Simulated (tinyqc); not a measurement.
Compensation sets the slope of the freeze-out: donors with valley-orbit split 1s states.

Each donor binds at most one electron, in any of its states. For a site s, W_s = sum over its states of g exp(E/kT), and the ionised share is 1/(1 + W_s exp(eta)), eta = (EF - Ec)/kT; n = Nc F_1/2(eta); neutrality n + NA = ND x (mean ionised share); holes are neglected. Nc from N = 2 (m kB T/(4 pi c))^(3/2) with c = hbar^2/2m0, in 1/angstrom^3; times 1e24 for 1/cm^3, m = md. F_j(eta) = (1/Gamma(j + 1)) integral_0^infinity x^j dx/(1 + exp(x - eta)), which tends to exp(eta) for eta << 0.

Constants: hbar^2/2m0 = 3.80998211 eV angstrom^2; kB = 8.617333262e-05 eV/K.

Parameters, chosen for this exercise (near those of As in Si; the results hold for these values, not for the real material): md = 1.06 m0 (density-of-states mass of the conduction band); E = (55.3, 35.1, 31.8) meV (binding energies of 1s(A1), 1s(T2), 1s(E)); g = (2, 6, 4) (their degeneracies with spin); ND = 3.1e+15 1/cm^3 (donors).

NA = K ND. The slope energy is -d ln(n T^(-p))/d(1/kT) between 30 and 36 K, with p = 3/4 for K = 0 and p = 3/2 otherwise.

Results:

| K | n(30 K) (1/cm^3) | n(36 K) (1/cm^3) | slope energy (meV) |
|---|---|---|---|
| 0 | 8.29e+11 | 5.64e+12 | 27.61 |
| 0.0010 | 2.08e+11 | 4.29e+12 | 42.74 |
| 0.010 | 2.19e+10 | 9.84e+11 | 54.76 |
| 0.050 | 4.21e+09 | 1.95e+11 | 55.22 |
| 0.20 | 8.87e+08 | 4.10e+10 | 55.24 |
| 0.50 | 2.22e+08 | 1.03e+10 | 55.24 |

What does the comparison show, and why?

Without acceptors the slope is 27.61 meV, against half the ground-state energy, 27.65; with K = 0.05 it is 55.22 meV, against the full 55.3. The full energy (less a few meV where excited levels lie within a few kT) shows where n is far below NA, since the acceptors then hold EF near the donor level: n(36 K)/NA is 1.4 for K = 0.001 and 0.0013 for K = 0.05; for K = 0.001 the sample is still in or near the uncompensated regime, where p = 3/2 is the wrong power, so that slope means little.

tinyqc: `OMP_NUM_THREADS=1 python tinyqc.py 1682055 1682056 out.jsonl`; about 0.01 s, one thread, shared Intel(R) Xeon(R) Processor @ 2.30GHz.
